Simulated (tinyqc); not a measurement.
Inside a calculation. Method: lattice vibrations of a chain. One step of it, computed by the program tinyqc.

Problem. Frequencies. omega^2 are the eigenvalues; wavenumber = 521.4708 sqrt(eigenvalue) 1/cm.

D(q) (eV/(angstrom^2 u)):
```
                    1          2          3                   4
1            0.639535  -0.143528   0.000000  0.261073+0.189680i
2           -0.143528   0.138408  -0.041168            0.000000
3            0.000000  -0.041168   0.617347           -0.344926
4  0.261073-0.189680i   0.000000  -0.344926            0.443572
```

Give: eigenvalues; wavenumbers; weights |e|^2 of the mass-weighted modes.

Solution.

eigenvalues: 0.0271  0.1302  0.6600  1.0215

wavenumbers (1/cm): 85.9  188.2  423.7  527.1

weights |e|^2 of the mass-weighted modes:
```
        mode 1  mode 2  mode 3  mode 4
atom 1  0.2067  0.0052  0.4752  0.3129
atom 2  0.2499  0.6896  0.0552  0.0053
atom 3  0.1267  0.1232  0.4658  0.2843
atom 4  0.4167  0.1820  0.0038  0.3975
```
